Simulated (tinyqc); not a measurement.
Frequency dispersion of an accumulation capacitance by border traps, distributed model: two steps of the calculation.

Traps spread evenly through the insulator exchange electrons with the semiconductor by tunnelling, with tau(x) = t0 exp(2 ka x) at depth x from the interface. The admittance per area Y seen at depth x obeys dY/dx = -Y^2/(i w eps0 eox) + q Nb ln(1 + i w tau)/tau, with Y(0) = i w Cs and w = 2 pi f; the gate sees Y(tox) = G + i w C. Working variable y = Y/(i w), in uF/cm^2. Cox = eps0 eox/tox.

Parameters, values chosen for the exercise; permittivity close to that of hafnium oxide:
- eox = 18.4 (relative permittivity of the insulator)
- tox = 9 nm (insulator thickness)
- Cs = 7.8 uF/cm^2 (semiconductor capacitance in accumulation)
- Nb = 6.5e19 cm^-3 eV^-1 (density of border traps)
- ka = 6.3 1/nm (decay constant of the wave function in the insulator)
- t0 = 2e-11 s (time constant of a trap at the interface)
- f = 10000 Hz (frequency)
- xe = 1.5 nm (depth down to which the steps are taken)

Constants: q = 1.602176634e-19 C, eps0 = 8.8541878128e-14 F/cm where lengths are in cm. Results are converted to the units shown.

Task 1. Scales and lumped estimate. Cox; trap-free value 1/(1/Cox + 1/Cs); response depth d = ln(1/(w t0))/(2 ka), where w tau = 1; lumped estimate: all traps within d act as C_bt = q Nb d placed at d/2, so C = 1/{1/[1/(1/Cs + d/(2 eps0 eox)) + C_bt] + (tox - d/2)/(eps0 eox)}.

Give: Cox; trap-free C; d; C_bt; lumped C.

Result 1.

Cox = 1.8102 uF/cm^2
trap-free C = 1.4692 uF/cm^2
d = 1.0783 nm
C_bt = 1.1230 uF/cm^2
lumped C = 1.5246 uF/cm^2

The traps within reach amount to 0.144 Cs and lie in the first 12.0 % of the insulator.

Task 2. Midpoint steps through the active depth. In terms of y: dy/dx = -y^2/(eps0 eox) + s(x), s = q Nb ln(1 + z)/z, z = i w tau. 9 midpoint steps of h = xe/9: y_half = y + (h/2) y'(x, y), y(new) = y + h y'(x + h/2, y_half).

Give: x; s; y.

Result 2.

```
point,x (nm),s (uF/(cm^2 nm)),y (uF/cm^2)
0,0,1.0414+0.0000i,7.8000+0.0000i
1,0.16667,1.0414+0.0000i,7.3865+0.0000i
2,0.33333,1.0414+0.0000i,7.0306+0.0000i
3,0.50000,1.0414-0.0004i,6.7221+0.0000i
4,0.66667,1.0414-0.0029i,6.4530-0.0002i
5,0.83333,1.0407-0.0237i,6.2171-0.0015i
6,1.0000,0.9969-0.1817i,6.0082-0.0123i
7,1.1667,0.4289-0.3984i,5.7845-0.0709i
8,1.3333,0.0641-0.1347i,5.4872-0.1026i
9,1.5000,0.0080-0.0273i,5.1995-0.1012i
```

tinyqc, about 0.6 s, one thread, Intel Xeon 2.30GHz (shared host): `OMP_NUM_THREADS=1 python tinyqc.py 2202247 2202248 out.jsonl`
